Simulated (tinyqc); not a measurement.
p-n diode with diffusion and depletion-layer recombination: two steps of the calculation.

Abrupt junction in the depletion approximation, low injection, full ionisation, neutral widths fixed, ohmic contact on the p side. Vj is the junction voltage; where a series resistance Rs is given, V = Vj + J Rs is the terminal voltage.

Inputs (values chosen for the exercise); band and dielectric values close to those of germanium:

| symbol | value | unit | meaning |
|---|---|---|---|
| T | 300 | K | temperature |
| Eg | 0.662 | eV | band gap |
| Nc | 1.03e19 | cm^-3 | conduction-band density of states at T |
| Nv | 6.07e18 | cm^-3 | valence-band density of states at T |
| Na | 2.4e16 | cm^-3 | acceptor density |
| Nd | 5.1e16 | cm^-3 | donor density |
| mun | 2800 | cm^2/(V s) | electron mobility in the p side |
| mup | 1300 | cm^2/(V s) | hole mobility in the n side |
| tn | 3e-8 | s | electron lifetime |
| tp | 1e-9 | s | hole lifetime |
| wp | 1.2 | um | neutral width of the p side |
| wn | 120 | um | neutral width of the n side |
| Sp | 60000 | cm/s | recombination velocity at the n contact |
| Rs | 0.00038 | ohm cm^2 | series resistance |
| V | 0.39 | V | terminal voltage |

Constants: q = 1.602176634e-19 C, kB = 1.380649e-23 J/K, Vt = kB T/q. Results are converted to the units shown.

Problem 1. Diffusion lengths and saturation currents. ni = sqrt(Nc Nv) exp(-Eg/(2 Vt)), Eg in volts; D = mu Vt; Ln = sqrt(Dn tn), Lp = sqrt(Dp tp); J0n = q ni^2 Dn coth(wp/Ln)/(Ln Na); J0p = (q ni^2 Dp/(Lp Nd)) (s + tanh(wn/Lp))/(1 + s tanh(wn/Lp)), s = Sp Lp/Dp.

Find: ni; Ln; Lp; J0n; J0p.

Solution 1.

ni = 2.1750e13 cm^-3
Ln = 14.736 um
Lp = 1.8332 um
J0n = 0.0019092 A/cm^2
J0p = 2.7244e-4 A/cm^2

wp/Ln = 0.081 and wn/Lp = 65; electrons carry 87.5 % of the diffusion current.

Problem 2. New Vj. Diffusion current alone: J = J0 (exp(Vj/Vt) - 1), g = Vj + J Rs - V, g' = 1 + Rs J0 exp(Vj/Vt)/Vt, Vj(new) = Vj - g/g'.

Vj after iteration 2 = 0.35208538 V
J0 = J0n + J0p = 0.0021816093 A/cm^2

Wanted: J; g; g'; Vj after iteration 3.

Solution 2.

J = 1793 A/cm^2
g = 0.6434 V
g' = 27.35
Vj after iteration 3 = 0.3286 V

tinyqc, about 0.01 s, one thread, Intel Xeon 2.30GHz (shared host): `OMP_NUM_THREADS=1 python tinyqc.py 2260058 2260059 out.jsonl`
